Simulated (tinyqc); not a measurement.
# Changing the aspect ratio of the trench

Model: chemical vapour deposition: Grove model, boundary layer, depletion and step coverage. Computed by tinyqc, a small Python program. Command: `OMP_NUM_THREADS=1 python tinyqc.py 3002502 3002503 out.jsonl cvd sweep`. One thread of a shared host (Intel(R) Xeon(R) Processor @ 2.30GHz), about 0.02 s of CPU time with the checks.

A precursor diffuses to the surface and reacts there at first order; each molecule that reacts adds one formula unit of film.

Inputs (values chosen for the exercise, close to those used for tungsten from its fluoride):

| quantity | value | unit |
|---|---|---|
| prefactor k0 of k_s | 250000 | cm/s |
| activation energy E | 0.771 | eV |
| temperature T | 380 | C |
| total pressure p | 34 | torr |
| mole fraction of the precursor Y | 0.0036 | - |
| gas diffusivity D0 at 273.15 K and 760 torr | 0.31 | cm^2/s |
| precursor mass M | 298 | u |
| trench width w | 0.37 | um |

Reactor: horizontal, reduced pressure.

Constants: k_B = 1.380649e-23 J/K; u = 1.6605390666e-27 kg; k_B = 8.617333262e-05 eV/K.

Method:
- k_s = k0 exp(-E/(k_B T)); C_g = Y p/(k_B T), 1 torr = 133.322 Pa; D = D0 (T/273.15)^1.75 (760/p).
- Temperatures in kelvin are T(C) + 273.15.
- Mean speed c = sqrt(8 k_B T/(pi M)); reactive sticking probability beta = 4 k_s/c.
- In a long trench of width w and depth l = aspect ratio x w: Knudsen diffusivity D_K = (2w) c/3 (hydraulic diameter 2w), combined as 1/D_e = 1/D_K + 1/D; D_e d2C/dz2 = 2 k_s C/w with D_e dC/dz = -k_s C at the floor. With m = sqrt(2 k_s/(w D_e)): C(floor)/C(top) = 1/[cosh(m l) + (k_s/(D_e m)) sinh(m l)].

One run for each value:

| aspect ratio of the trench | step coverage | modulus m l |
|---|---|---|
| 2.0 | 0.99988 | 0.0126 |
| 3.7 | 0.99965 | 0.0233 |
| 7.0 | 0.99889 | 0.0442 |
| 13.0 | 0.99639 | 0.0820 |
| 24.0 | 0.98818 | 0.1514 |
| 46.0 | 0.95847 | 0.2902 |
| 86.0 | 0.86760 | 0.5425 |
| 160.0 | 0.64190 | 1.0093 |
| 300.0 | 0.29381 | 1.8925 |

Describe and explain the trends.

Over the rows, step coverage falls from 1.000 to 0.294 (exponent d ln y / d ln x -3.7e-4 between the first rows and -1.2 between the last); modulus m l rises from 0.0126 to 1.89 (exponent d ln y / d ln x about 1.0 throughout). The exponent of modulus m l stays at 1: the modulus is proportional to depth. Coverage stays near 1 while m l is below about 0.3 and falls as 1/cosh(m l) beyond.

Caution (all rows): the hydraulic-diameter form of D_K is rough for a slit.
